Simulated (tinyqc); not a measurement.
Voltage acceleration of oxide breakdown, four models on the same data: one step of the calculation.

Field E = V/tox in MV/cm. Models: ln(t63/1 s) = a - c X with X = E (E model), -1/E (1/E model), ln V (power law, c the exponent n) or sqrt(E).

Task. Projection to use conditions. Project to Vu, multiply by exp[(Ea q/kB)(1/Tu - 1/Ts)] and by ks; ten years are 3.15576e8 s. The largest voltage for ten years solves the same relation for V.

Inputs (values chosen for the exercise):
```
symbol   value  unit                         meaning
tox        4.2    nm                 oxide thickness
Vu         1.9     V                     use voltage
Ts         423     K              stress temperature
Tu         378     K                 use temperature
Ea        0.82    eV               activation energy
ks      2.4e-6        factor for area and percentile
```

Constants: q = 1.602176634e-19 C, kB = 1.380649e-23 J/K. Results are converted to the units shown.

```
model,c,a
E,3.8262049,42.739652
1/E,303.15143,-26.025278
power,34.300514,53.588885
sqrt E,22.952859,76.999804
```

Wanted: temperature factor; lifetime; largest voltage for ten years.

Result.

temperature factor = 14.557

```
model,lifetime (years),largest voltage for ten years (V)
E,0.12262,1.4169
1/E,6.9931e5,2.2794
power,57.035,1.9989
sqrt E,1.9184,1.7737
```

The lifetimes span 6.76 decades, from the E model (most cautious) to the 1/E model; the allowed voltage spans 1.42 to 2.28 V. 2 of the four models pass ten years at Vu. Lifetimes beyond a thousand years are formal extrapolations.

Range of the model: All four laws are empirical fits; none is established far below the stress range.

tinyqc, about 0.01 s, one thread, Intel Xeon 2.30GHz (shared host): `OMP_NUM_THREADS=1 python tinyqc.py 2070124 2070125 out.jsonl`
